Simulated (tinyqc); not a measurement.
Random telegraph noise from one oxide trap in a small MOSFET: time constants and noise against gate voltage.

An acceptor-like trap exchanges electrons with the channel. Inversion charge Q = Cox u, u = n Vt W0(exp((Vg - VT)/(n Vt))), W0 the Lambert function, n = nf, Cox = eps0 eox/tox; linear regime Id = (W/L) mu Q Vd. Relative to threshold the surface potential rises by Vt ln(u/u0) and the oxide voltage by the rest of Vg - VT, with u0 = n Vt W0(1).

N = Cox u/q; dpsi = Vt ln(u/u0); E = E0 - dpsi - (xt/tox)(Vg - VT - dpsi); capture time tc = 1/[(N/zi) vth s0 exp(-xt/lt - EB/Vt)]; emission time te = tc exp(-E/Vt); occupancy te/(tc + te). A = W L; threshold step dV = q (1 - xt/tox)/(Cox A); gm/Id = 1/(u + n Vt); relative step dI/I = (gm/Id) dV + asc mu/A. fc = (1/tc + 1/te)/(2 pi); rms = (dI/I) sqrt(tc te)/(tc + te).

Parameters, values chosen for the exercise; values of the order met in silicon transistors: temperature T = 200 K; relative permittivity of the gate insulator (close to aluminium oxide) eox = 9.11; insulator thickness tox = 6.1 nm; depth of the trap from the channel interface xt = 3 nm; trap level above the channel Fermi level at threshold E0 = 0.03 eV; capture prefactor s0 = 5e-16 cm^2; capture barrier (lattice relaxation) EB = 0.19 eV; tunnelling decay length lt = 0.14 nm; thermal velocity vth = 1.9e7 cm/s; thickness of the inversion layer zi = 2.8 nm; threshold voltage VT = 0.38 V; body factor nf = 1.2; gate width W = 180 nm; gate length L = 65 nm; mobility mu = 240 cm^2/(V s); scattering coefficient of the charged trap asc = 1.5e-16 V s; drain voltage Vd = 0.02 V.

Constants: q = 1.602176634e-19 C, kB = 1.380649e-23 J/K, Vt = kB T/q, eps0 = 8.8541878128e-14 F/cm where lengths are in cm. Results are converted to the units shown.

Time constants and noise against gate voltage:
```
Vg (V)    E (eV)   tc (s)   te (s)  occupancy  dI/I (%)   fc (Hz)  rms dI/I (%)
0.18      0.2081  3.398e8     1938   5.705e-6     2.575  8.211e-5      0.006151
0.24      0.1532  1.869e7     2580   1.380e-4     2.573  6.170e-5       0.03022
0.3      0.09844  1.047e6     3465   0.003297     2.524  4.609e-5        0.1447
0.36     0.04584  7.506e4     5251    0.06539     2.010  3.243e-5        0.4969
0.42    0.001709  1.413e4  1.280e4     0.4752     1.042  2.369e-5        0.5202
0.48    -0.03528     6017  4.660e4     0.8856    0.5883  2.987e-5        0.1872
0.54    -0.06928     3603  2.006e5     0.9824    0.3968  4.497e-5       0.05223
0.6      -0.1019     2524  9.331e5     0.9973    0.2987  6.324e-5       0.01549
0.66     -0.1338     1927  4.528e6     0.9996    0.2406  8.263e-5      0.004961
```

Read the table: what changes, and by how much?

tc falls from 3.40e8 to 1930 s as the channel fills and te rises from 1940 to 4.53e6 s; they are equal at Vg = 0.423 V, where E = 0. The rms noise goes from 0.00615 through a maximum of 0.520 (at Vg = 0.42 V among the rows listed) to 0.00496 %. The slope -Vt d ln(tc/te)/dVg is 0.915 between the first two rows and 0.531 between the last two; it tends to xt/tox = 0.492 only when the surface potential stops moving.

Range of the model: VT is taken as given; short-channel effects and the uneven flow of current among few electrons are left out.

Numbers from tinyqc (`OMP_NUM_THREADS=1 python tinyqc.py 2710047 2710048 out.jsonl`; about 0.01 s on one thread of a shared Intel Xeon 2.30GHz).
